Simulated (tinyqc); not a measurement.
MOS inversion layer, Poisson-Schroedinger loop: one step of the calculation.

Electrons confined at an insulator interface at z = 0, treated as a hard wall; parabolic valleys, Hartree approximation, no image or exchange terms. The depletion charge lies far deeper than the electrons and gives a uniform field q Nd/(eps0 eps_r); the gate balances all charge. Energies are counted from the band edge at the interface.

Task. Fermi level and occupations. Level k holds N_k = D_k Vt ln(1 + exp((EF - E_k)/Vt)) with D = 4 md1 m0 q/(pi hbar^2) for the set A, D = 2 md2 m0 q/(pi hbar^2) for the set B per eV (spin included); EF is fixed by sum N_k = Ns.

Values chosen for this exercise; masses and permittivity close to those of silicon (110):
- T = 200 K (temperature)
- md1 = 0.33 m0 (in-plane density-of-states mass of set A)
- md2 = 0.409 m0 (in-plane density-of-states mass of set B)
- Ns = 3.9e11 cm^-2 (sheet density of electrons)

Constants: q = 1.602176634e-19 C, kB = 1.380649e-23 J/K, hbar = 1.054571817e-34 J s, m0 = 9.1093837015e-31 kg, Vt = kB T/q. Results are converted to the units shown.

levels (eV): A1 0.039343541, A2 0.068353078, B1 0.046620622, B2 0.081153353

Wanted: EF; N_k.

Result.

EF = -0.02412 eV
N_k (cm^-2): A1 2.362e11, A2 4.433e10, B1 9.637e10, B2 1.309e10

Numbers from tinyqc (`OMP_NUM_THREADS=1 python tinyqc.py 2160009 2160010 out.jsonl`; about 0.8 s on one thread of a shared Intel Xeon 2.30GHz).
